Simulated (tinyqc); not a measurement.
# Illuminated p-n diode, drift-diffusion by the Gummel loop with Scharfetter-Gummel fluxes: what changes with what

Abrupt junction at x = 0, p side from -Lp, n side to Ln, ohmic contacts. psi is counted from the intrinsic level; n = ni exp((psi - phin)/Vt), p = ni exp((phip - psi)/Vt). Contacts: p side psi = V - Vt ln(Na/ni), p = Na, n = ni^2/Na; n side psi = Vt ln(Nd/ni), n = Nd, p = ni^2/Nd. Constant mobilities, D = mu Vt, Boltzmann statistics, SRH recombination through a mid-gap level, U = (n p - ni^2)/(tp (n + ni) + tn (p + ni)). Current is positive from the p contact to the n contact.

Inputs (values chosen for the exercise); band and dielectric values those of a made-up semiconductor: temperature T = 300 K; band gap Eg = 0.737 eV; relative permittivity eps_r = 11.4; conduction-band density of states at T Nc = 2.69e17 cm^-3; valence-band density of states at T Nv = 7.63e18 cm^-3; acceptor density of the p side Na = 2.6e16 cm^-3; donor density of the n side Nd = 6.7e16 cm^-3; electron mobility mun = 7400 cm^2/(V s); hole mobility mup = 320 cm^2/(V s); SRH lifetime of electrons tn = 9e-7 s; SRH lifetime of holes tp = 2e-9 s; length of the p side Lp = 1.4 um; length of the n side Ln = 0.85 um; uniform generation rate G = 4e19 cm^-3 s^-1.

Constants: q = 1.602176634e-19 C, kB = 1.380649e-23 J/K, Vt = kB T/q, eps0 = 8.8541878128e-14 F/cm where lengths are in cm. Results are converted to the units shown.

Each table varies one quantity; the others keep the values above.

## Current against voltage in the dark

ni = sqrt(Nc Nv) exp(-Eg/(2 Vt)), Eg in volts. Poisson and both continuity equations are solved self-consistently with Scharfetter-Gummel fluxes on a graded mesh of 500 nodes. J_scr is q times the integral of U between -xp and xn. Ideal diffusion current J_id = q ni^2 [Dn coth(wp/Le)/(Le Na) + Dp coth(wn/Lh)/(Lh Nd)] (exp(V/Vt) - 1), Le = sqrt(Dn tn), Lh = sqrt(Dp tp), wp = Lp - xp, wn = Ln - xn, with xp and xn from the depletion approximation (W = sqrt(2 eps0 eps_r (Vbi - V)(1/Na + 1/Nd)/q), xp = W Nd/(Na + Nd), xn = W Na/(Na + Nd), Vbi = Vt ln(Na Nd/ni^2)). Ideality factor = 0.004 V/(Vt ln[J(V + 0.004 V)/J(V)]). Here G = 0.

In this table G = 0 cm^-3 s^-1.

Current against voltage in the dark:

| V (V) | J (A/cm^2) | ideality factor | J_scr/J (%) | J_id (A/cm^2) | share recombining at the contacts (%) | larger minority/doping at -xp and xn |
|---|---|---|---|---|---|---|
| 0.12 | 8.51e-4 | 1.00 | 2.53 | 8.34e-4 | 97.0 | 2.03e-7 |
| 0.16 | 0.00397 | 1.01 | 1.57 | 0.00393 | 97.9 | 9.49e-7 |
| 0.2 | 0.0185 | 1.01 | 0.906 | 0.0184 | 98.6 | 4.42e-6 |
| 0.24 | 0.0860 | 1.01 | 0.503 | 0.0861 | 99.0 | 2.06e-5 |
| 0.28 | 0.401 | 1.01 | 0.274 | 0.403 | 99.2 | 9.55e-5 |
| 0.32 | 1.87 | 1.01 | 0.144 | 1.88 | 99.3 | 4.42e-4 |
| 0.36 | 8.70 | 1.01 | 0.0687 | 8.78 | 99.4 | 0.00203 |
| 0.4 | 40.3 | 1.01 | 0.0264 | 41.0 | 99.6 | 0.00912 |
| 0.44 | 182 | 1.04 | 0.00803 | 191 | 99.7 | 0.0389 |

Read the table: what changes, and by how much?

J rises from 8.51e-4 to 182 A/cm^2; the ideality factor moves up and down between 1.00 and 1.04. Recombination in the depleted layer stays under half of the current. Where the factor is lowest (V = 0.12 V), J is 2.0 % above the ideal diffusion current.

## Solar-cell figures against the acceptor density of the p side

Jsc = -J(0), collected share Jsc/(q G (Lp + Ln)), estimate q G [W + Le tanh(wp/2 Le) + Lh tanh(wn/2 Lh)] at V = 0 with Le = sqrt(Dn tn), Lh = sqrt(Dp tp), W, wp = Lp - xp and wn = Ln - xn from the depletion approximation; J(Voc) = 0; Vmp maximises -J V; FF = Pmax/(Jsc Voc).

Result of one run:

| Na (cm^-3) | Jsc (mA/cm^2) | collected share (%) | estimate of Jsc (mA/cm^2) | Voc (V) | Vmp (V) | FF | Pmax (mW/cm^2) |
|---|---|---|---|---|---|---|---|
| 1.4e17 | 0.753 | 52.2 | 0.755 | 0.157 | 0.113 | 0.581 | 0.0686 |

What becomes of these results when the acceptor density of the p side Na is changed from 1.4e17 to 3.3e17 cm^-3, all else the same?

Result of the changed run:

| Na (cm^-3) | Jsc (mA/cm^2) | collected share (%) | estimate of Jsc (mA/cm^2) | Voc (V) | Vmp (V) | FF | Pmax (mW/cm^2) |
|---|---|---|---|---|---|---|---|
| 3.3e17 | 0.750 | 52.0 | 0.752 | 0.173 | 0.126 | 0.598 | 0.0778 |

The whole series:

| Na (cm^-3) | Jsc (mA/cm^2) | collected share (%) | estimate of Jsc (mA/cm^2) | Voc (V) | Vmp (V) | FF | Pmax (mW/cm^2) |
|---|---|---|---|---|---|---|---|
| 2.6e16 | 0.771 | 53.5 | 0.775 | 0.117 | 0.0804 | 0.521 | 0.0471 |
| 6.1e16 | 0.759 | 52.7 | 0.762 | 0.138 | 0.0975 | 0.556 | 0.0583 |
| 1.4e17 | 0.753 | 52.2 | 0.755 | 0.157 | 0.113 | 0.581 | 0.0686 |
| 3.3e17 | 0.750 | 52.0 | 0.752 | 0.173 | 0.126 | 0.598 | 0.0778 |
| 7.8e17 | 0.749 | 52.0 | 0.751 | 0.186 | 0.136 | 0.609 | 0.0846 |

As Na rises from 2.6e16 to 7.8e17, the collected share falls from 53.5 to 52.0 %, Voc rises from 0.117 to 0.186 V and FF rises from 0.521 to 0.609. The estimate of Jsc is within 0.47 % in all rows.

Numbers from tinyqc (`OMP_NUM_THREADS=1 python tinyqc.py 2240170 2240171 out.jsonl`; about 0.7 s on one thread of a shared Intel Xeon 2.30GHz).
